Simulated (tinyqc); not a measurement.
# Resistance of a tapered via with liner, size effect and interface: several studies

A round via whose diameter grows from db at the bottom as D(z) = db + 2 z/tan(ang). The fill, of diameter D - 2 tl, starts above the bottom liner (thickness fb tl) and has rho = rho0 (1 + ks lam/(D - 2 tl)); the sidewall liner conducts in parallel with it. The bottom liner and the interface are crossed over the full area pi db^2/4. Spreading in the lines above and below is left out.

Inputs (values chosen for the exercise); fill metal close to copper:
- db = 17 nm (diameter at the bottom)
- hv = 25 nm (height)
- ang = 89 degrees (sidewall angle)
- rho0 = 1.73 uohm cm (bulk resistivity of the fill)
- lam = 39.6 nm (mean free path of the fill)
- ks = 0.6 (size-effect factor)
- tl = 2.4 nm (liner on the sidewall)
- fb = 1 (liner at the bottom over that on the sidewall)
- rl = 220 uohm cm (resistivity of the liner)
- ri = 7.9e-12 ohm cm^2 (interface resistivity at the bottom)
- Sb = 1.1e15 S/m^2 (ballistic conductance per area, about 3/(4 rho0 lam))
- rho2 = 6.19 uohm cm (bulk resistivity of the second fill (close to cobalt))
- lam2 = 12.1 nm (its mean free path)
- tl2 = 1.2 nm (its liner)

Each table varies one quantity; the others keep the values above.

## Via resistance against the diameter at the bottom

Slices between z0 = fb tl and hv, evaluated at their midpoints: conductance per length pi/4 [(D - 2 tl)^2/rho + (D^2 - (D - 2 tl)^2)/rl], slice resistance = slice height over that. 2000 slices. R_fill = sum of the slices; R_bottom = rl fb tl/(pi db^2/4); R_interface = ri/(pi db^2/4); ballistic (Sharvin) limit 1/(Sb pi (db - 2 tl)^2/4); ideal cylinder rho0 hv/(pi db^2/4).

Via resistance against the diameter at the bottom:
```
db (nm)	R_fill (ohm)	R_bottom (ohm)	R_interface (ohm)	R (ohm)	ballistic limit (ohm)	R over ideal cylinder	largest part
8.3	183.3	97.59	14.60	295.5	94.49	36.96	fill
11	47.81	55.56	8.313	111.7	30.11	24.54	bottom liner
16	10.84	26.26	3.929	41.03	9.227	19.07	bottom liner
22	3.695	13.89	2.078	19.66	3.913	17.28	bottom liner
30	1.445	7.470	1.118	10.03	1.823	16.40	bottom liner
42	0.5699	3.811	0.5702	4.951	0.8364	15.86	bottom liner
58	0.2487	1.998	0.2990	2.546	0.4090	15.55	bottom liner
80	0.1141	1.050	0.1572	1.322	0.2047	15.36	bottom liner
```

What does the comparison show?

R falls from 295 to 1.32 ohm. The fill is the largest part at db = 8.3, the bottom liner from 11 on. R goes as db^(-3.45) between the first two rows and db^(-2.04) between the last two; area alone gives -2. In every row the ballistic limit exceeds half of R_fill, so the diffusive model understates R.

## Via resistance against the liner on the sidewall

Same model as above.

2000 slices.

The same in every row: R_interface (ohm) = 3.4805.

Via resistance against the liner on the sidewall:
```
tl (nm)	R_fill (ohm)	R_bottom (ohm)	R (ohm)	ballistic limit (ohm)	R over ideal cylinder	largest part
0	4.2837	0	7.7641	4.0052	4.0747	fill
0.6	5.0045	5.8155	14.300	4.6366	7.5050	bottom liner
1.1	5.7562	10.662	19.898	5.2844	10.443	bottom liner
1.7	6.9059	16.477	26.864	6.2581	14.098	bottom liner
2.3	8.4344	22.293	34.208	7.5279	17.952	bottom liner
2.9	10.518	28.108	42.107	9.2274	22.098	bottom liner
3.4	12.878	32.954	49.313	11.125	25.880	bottom liner
4	16.845	38.770	59.096	14.290	31.014	bottom liner
```

Read the table: what changes, and by how much?

R rises from 7.76 to 59.1 ohm. The fill is the largest part at tl = 0, the bottom liner from 0.6 on. The share of the two bottom terms goes from 44.8 to 71.5 %. In every row the ballistic limit exceeds half of R_fill, so the diffusive model understates R.

## Two fill metals against the diameter

2000 slices. R_fill = sum of the slices; R_bottom = rl fb tl/(pi db^2/4); R_interface = ri/(pi db^2/4). The second fill has rho2, lam2 and tl2 in place of rho0, lam and tl.

Results:
```
db (nm)	R, first fill (ohm)	R, second fill (ohm)	ratio second/first
8.5	269.1	148.4	0.5514
12	86.65	61.53	0.7101
17	35.48	27.21	0.7670
24	16.23	12.67	0.7803
49	3.600	2.793	0.7760
70	1.734	1.338	0.7718
100	0.8407	0.6459	0.7684
```

Estimate the missing row, db = 35 nm.

Computed row:
```
db (nm)	R, first fill (ohm)	R, second fill (ohm)	ratio second/first
35	7.243	5.648	0.7798
```

With this row back in the table: The ratio goes from 0.551 to 0.768. The second fill gives the lower R in every row.

tinyqc, about 0.01 s, one thread, Intel Xeon 2.30GHz (shared host): `OMP_NUM_THREADS=1 python tinyqc.py 2750155 2750156 out.jsonl`
